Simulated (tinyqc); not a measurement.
Strength against creep resistance: grain growth, pinning, strength and diffusional creep of a polycrystal or thin film. Computed by tinyqc, a small Python program. Command: `OMP_NUM_THREADS=1 python tinyqc.py 3008786 3008787 out.jsonl grain walk`. One thread of a shared host (Intel(R) Xeon(R) Processor @ 2.30GHz), about 0.01 s of CPU time with the checks.

One mean grain size d describes the structure.

Inputs (values chosen for the exercise, modelled on copper):
```
quantity,value,unit
atomic volume Omega,11.81,angstrom^3
boundary energy gamma,0.57,J/m^2
mobility prefactor M0,2.5e-07,m^4/(J s)
activation energy of boundary motion Q_m,1.21,eV
anneal temperature T,621,K
anneal time t,51,s
initial grain size d0,120,nm
particle volume fraction f,0.0002,-
particle radius r,16,nm
film thickness h,1900,nm
surface energy gamma_s,2.1,J/m^2
Hall-Petch slope k_y,0.11,MPa m^0.5
lattice diffusion energy Q_l,2.09,eV
boundary diffusion energy Q_b,0.967,eV
lattice prefactor D0,1.2e-05,m^2/s
boundary prefactor delta D0b,8.8e-15,m^3/s
applied stress sigma,99,MPa
service temperature T_c,516,K
```

Sample: thin film on a substrate.

Constants: k_B = 8.617333262e-05 eV/K; k_B = 1.380649e-23 J/K.

Method:
- M = M0 exp(-Q_m/(k_B T)). The driving pressure is 2 gamma/d. Zener pinning pressure 3 f gamma/(2 r) stops growth at d_Z = 4 r/(3 f). Grooves where boundaries meet the surface have the angle theta = arcsin(gamma/(2 gamma_s)) and are taken to stop growth at d_h = h/(2 theta), a few film thicknesses; the limit is 1/d_lim = 1/d_Z + 1/d_h.
- dd/dt = 2 M gamma (1/d - 1/d_lim) integrates to 2 M gamma t = d_lim (d0 - d) + d_lim^2 ln[(d_lim - d0)/(d_lim - d)]; without pinning d^2 = d0^2 + 4 M gamma t.
- Nabarro-Herring rate = 14 sigma Omega D_l/(k_B T d^2), D_l = D0 exp(-Q_l/(k_B T)); Coble rate = 14 pi sigma Omega delta D_b/(k_B T d^3), delta D_b = delta D0b exp(-Q_b/(k_B T)); they are equal at d_x = pi delta D_b/D_l.
- Hall-Petch term k_y/sqrt(d).

crossover size d_x = 2.14193e+08 micrometre

At T_c and sigma:
```
d (nm),Hall-Petch term (MPa),Nabarro-Herring (1/s),Coble (1/s),time to 1 % (s)
30,635.09,1.1835e-10,8.4498e-01,1.1835e-02
100,347.85,1.0651e-11,2.2815e-02,4.3832e-01
300,200.83,1.1835e-12,8.4498e-04,1.1835e+01
1000,110.00,1.0651e-13,2.2815e-05,4.3832e+02
3000,63.51,1.1835e-14,8.4498e-07,1.1835e+04
10000,34.79,1.0651e-15,2.2815e-08,4.3832e+05
100000,11.00,1.0651e-17,2.2815e-11,4.3832e+08
```

What does the comparison show, and why?

From 100 micrometre to 30 nm grains the Hall-Petch term grows 58 times, while the time to 1 % strain shrinks by 10.6 decades. Coble creep rules in 7 of the seven rows (d_x is a millimetre or more). Fine grains resist slip but creep fast. The Hall-Petch value at 30 nm is at the edge of that law, and in a film grains much larger than h lose atoms to the surfaces instead. Caution: sigma Omega is not small against k_B T, as the linear creep laws assume.

Extremes, crossings and ranges named in words are read from the listed rows.
